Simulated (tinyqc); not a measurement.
Quantum-well laser, gain and threshold: one step of the calculation.

One electron and one heavy-hole subband per well, parabolic, with equal sheet densities n of electrons and holes; k-conserving transitions, TE polarisation, no line broadening, so the gain starts as a step at E0 and peaks there. All wells are pumped alike.

Question. Threshold density by Newton steps. fe = 1 - exp(-n/Nc) and fh = 1 - exp(-n/Nv) are the fillings of the two band edges; f = g0 (fe + fh - 1) - gth; f' = g0 [(1 - fe)/Nc + (1 - fh)/Nv]; n(new) = n - f/f'.

n after iteration 1 = 3.1386335e12 cm^-2
Nc = 1.9330557e12 cm^-2
Nv = 1.1015178e13 cm^-2
g0(E0) = 13879.293 1/cm
gth = 3257.8204 1/cm

Find: fe; fh; f; f'; n after iteration 2.

Answer.

fe = 0.8028
fh = 0.2479
f = -2553 1/cm
f' = 2.363e-9 cm
n after iteration 2 = 4.219e12 cm^-2

Range of the model: The second hole subband, left out here, lies within about 2 Vt of the first in a well this wide. Polarisation fields, which separate electrons and holes in nitride wells and lower the gain, are left out.

Computed by the program tinyqc: `OMP_NUM_THREADS=1 python tinyqc.py 2840004 2840005 out.jsonl`, one thread of a shared Intel Xeon 2.30GHz, about 0.01 s for the whole run.
